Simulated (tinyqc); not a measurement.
Quantum-confined Stark effect in a modulator well: one step. Contrast at the operating point.

Constants: hc = 1239.841984 eV nm.

Inputs chosen for the exercise (out of a larger set: near those of a Ge well in SiGe, direct gap; not measured data): dE = 14 meV (operating point below the zero-field line); G = 8 meV (half width of the exciton line).

Results:
```
F (kV/cm)  lam (angstrom)  Eb (meV)  line (eV)        nm  overlap^2/lam^2 (1e-4/angstrom^2)
0.00              232.583    3.7681   0.886023  1399.334                           0.184257
34.00             237.309    3.6780   0.883029  1404.079                           0.156605
```

Question. With a Gaussian line of half width G, the absorption at E_op = line(0) - dE is proportional to strength x exp(-ln2 ((E_op - line)/G)^2); continuum absorption is left out. Give it at both fields, relative to the zero-field peak.

Give: E_op; wavelength; absorption without and with the field.

Answer.

E_op = 0.8720 eV
wavelength = 1421.8 nm

absorption without and with the field: 0.12  0.23

The field changes the absorption by +0.11 of the zero-field peak. The zero-field tail still absorbs here, since dE is no more than 2G, which costs insertion loss.

(tinyqc, `OMP_NUM_THREADS=1 python tinyqc.py 1281187 1281188 out.jsonl`, Intel(R) Xeon(R) Processor @ 2.30GHz, 1 thread, shared host, about 0.2 s.)
